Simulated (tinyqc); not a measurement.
Changing the pressure p: adsorption as a lattice gas: isotherms with interactions, competition, desorption peaks and saturation dose. Computed by tinyqc, a small Python program. Command: `OMP_NUM_THREADS=1 python tinyqc.py 3002181 3002182 out.jsonl adsorb sweep`. One thread of a shared host (Intel(R) Xeon(R) Processor @ 2.30GHz), about 0.01 s of CPU time with the checks.

One adsorbate per site; a molecule needs 2 empty sites. Gas and surface have the same temperature.

Inputs (values chosen for the exercise, for a model surface):

| quantity | value | unit |
|---|---|---|
| desorption energy E | 1.42 | eV |
| prefactor nu | 4e+12 | 1/s |
| pair energy w (positive repels) | 0.068 | eV |
| neighbours z | 6 | - |
| site density N_s | 10 | 1/nm^2 |
| molecular mass M | 151 | u |
| sticking coefficient s0 | 0.041 | - |
| temperature T | 659 | K |
| blocking by a second gas, K_B p_B | 1 | - |

Adsorption: dissociative (second order).

Constants: u = 1.6605390666e-27 kg; k_B = 1.380649e-23 J/K; k_B = 8.617333262e-05 eV/K.

Method. Flux F = p/sqrt(2 pi M k_B T); k_d = nu exp(-E/(k_B T)); 2 s0 F (1 - theta)^2 = N_s k_d theta^2, so y = sqrt(2 s0 F/(N_s k_d)), theta = y/(1 + y). With a second gas on the same sites theta = y/(1 + y + K_B p_B). With u = w/(k_B T). Mean field: theta/(1 - theta) = y exp(-z u theta). Quasi-chemical: theta/(1 - theta) = y [(r - 1 + 2 theta)(1 - theta)/((r + 1 - 2 theta) theta)]^(-z/2) exp(-z u/2), r = sqrt(1 - 4 theta (1 - theta)(1 - exp(-u))).

One run for each value:

| pressure p (Pa) | Langmuir coverage | coverage, mean field | coverage, quasi-chemical | coverage with the second gas |
|---|---|---|---|---|
| 1.90e-04 | 0.01511 | 0.01371 | 0.01424 | 0.00761 |
| 8.80e-04 | 0.03197 | 0.02656 | 0.02839 | 0.01624 |
| 4.10e-03 | 0.06654 | 0.04805 | 0.05329 | 0.03441 |
| 1.90e-02 | 0.13304 | 0.07967 | 0.09138 | 0.07126 |
| 8.80e-02 | 0.24826 | 0.12135 | 0.14170 | 0.14172 |
| 4.10e-01 | 0.41617 | 0.17181 | 0.20006 | 0.26276 |
| 1.90e+00 | 0.60544 | 0.22876 | 0.26111 | 0.43415 |
| 8.80e+00 | 0.76757 | 0.29054 | 0.32169 | 0.62281 |
| 4.10e+01 | 0.87697 | 0.35592 | 0.38063 | 0.78090 |
| 1.90e+02 | 0.93882 | 0.42319 | 0.43748 | 0.88469 |

Over the rows, Langmuir coverage rises from 0.0151 to 0.939 (exponent d ln y / d ln x 0.49 between the first rows and 0.044 between the last); coverage, mean field rises from 0.0137 to 0.423 (exponent d ln y / d ln x 0.43 between the first rows and 0.11 between the last); coverage, quasi-chemical rises from 0.0142 to 0.437 (exponent d ln y / d ln x 0.45 between the first rows and 0.091 between the last).
